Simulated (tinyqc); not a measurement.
## Coupling and phonon occupation from the scattering functions

Inverse problem. A level coupled to a phonon of energy w0 has, in the self-consistent Born approximation, Sin(E) = M^2 [(Nq + 1) Gn(E + w0) + Nq Gn(E - w0)], Sout(E) = M^2 [(Nq + 1) Gp(E - w0) + Nq Gp(E + w0)]. Find M, Nq and, from Nq = 1/(exp(w0/kB T) - 1), the phonon temperature.

Parameters, values chosen for the exercise:

| symbol | value | unit | meaning |
|---|---|---|---|
| w0 | 25 | meV | phonon energy |

Constants: q = 1.602176634e-19 C, kB = 1.380649e-23 J/K. Results are converted to the units shown.

Gn at E - w0 and E + w0 (1/meV): [0.0073882261, 0.012125725]
Gp at E - w0 and E + w0 (1/meV): [0.0076396409, 0.057152482]
Sin and Sout at E (meV): [0.44554111, 0.87615983]

Answer. Both equations are linear in M^2 and M^2 Nq.

M = 4.30 meV
Nq = 0.613
T = 300 K

Program tinyqc, `OMP_NUM_THREADS=1 python tinyqc.py 2720019 2720020 out.jsonl`; Intel Xeon 2.30GHz, shared host, one thread, about 0.05 s.
